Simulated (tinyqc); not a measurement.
Frequency dispersion of an accumulation capacitance by border traps, distributed model: two steps of the calculation.

Traps spread evenly through the insulator exchange electrons with the semiconductor by tunnelling, with tau(x) = t0 exp(2 ka x) at depth x from the interface. The admittance per area Y seen at depth x obeys dY/dx = -Y^2/(i w eps0 eox) + q Nb ln(1 + i w tau)/tau, with Y(0) = i w Cs and w = 2 pi f; the gate sees Y(tox) = G + i w C. Working variable y = Y/(i w), in uF/cm^2. Cox = eps0 eox/tox.

Inputs (values chosen for the exercise); permittivity close to that of aluminium oxide: relative permittivity of the insulator eox = 8.61; insulator thickness tox = 7.9 nm; semiconductor capacitance in accumulation Cs = 1.7 uF/cm^2; density of border traps Nb = 2.1e19 cm^-3 eV^-1; decay constant of the wave function in the insulator ka = 4.3 1/nm; time constant of a trap at the interface t0 = 9e-9 s; frequency f = 1e6 Hz; depth down to which the steps are taken xe = 0.92 nm.

Constants: q = 1.602176634e-19 C, eps0 = 8.8541878128e-14 F/cm where lengths are in cm. Results are converted to the units shown.

Problem 1. Midpoint steps through the active depth. In terms of y: dy/dx = -y^2/(eps0 eox) + s(x), s = q Nb ln(1 + z)/z, z = i w tau. 11 midpoint steps of h = xe/11: y_half = y + (h/2) y'(x, y), y(new) = y + h y'(x + h/2, y_half).

Find: x; s; y.

Solution 1.

```
point,x (nm),s (uF/(cm^2 nm)),y (uF/cm^2)
0,0,0.3361-0.0095i,1.700+0.000i
1,0.08364,0.3350-0.0194i,1.696-0.001i
2,0.1673,0.3303-0.0390i,1.693-0.003i
3,0.2509,0.3129-0.0738i,1.689-0.008i
4,0.3345,0.2638-0.1168i,1.682-0.015i
5,0.4182,0.1826-0.1353i,1.670-0.026i
6,0.5018,0.1064-0.1168i,1.651-0.035i
7,0.5855,0.0564-0.0840i,1.628-0.042i
8,0.6691,0.0286-0.0544i,1.603-0.046i
9,0.7527,0.0142-0.0331i,1.577-0.048i
10,0.8364,0.0070-0.0193i,1.551-0.049i
11,0.9200,0.0034-0.0110i,1.526-0.048i
```

Problem 2. Capacitance and conductance at the gate. Beyond xe the traps are ignored, so 1/y(tox) = 1/y(xe) + (tox - xe)/(eps0 eox); C = Re y, G/w = -Im y, loss tangent G/(w C).

y at xe = 1.5256421-0.0483301i uF/cm^2

Give: y at the gate; C; G/w; loss tangent.

Solution 2.

y at the gate = 0.6367-0.0084i uF/cm^2
C = 0.6367 uF/cm^2
G/w = 0.008410 uF/cm^2
loss tangent = 0.01321

Program tinyqc, `OMP_NUM_THREADS=1 python tinyqc.py 2202026 2202027 out.jsonl`; Intel Xeon 2.30GHz, shared host, one thread, about 0.5 s.
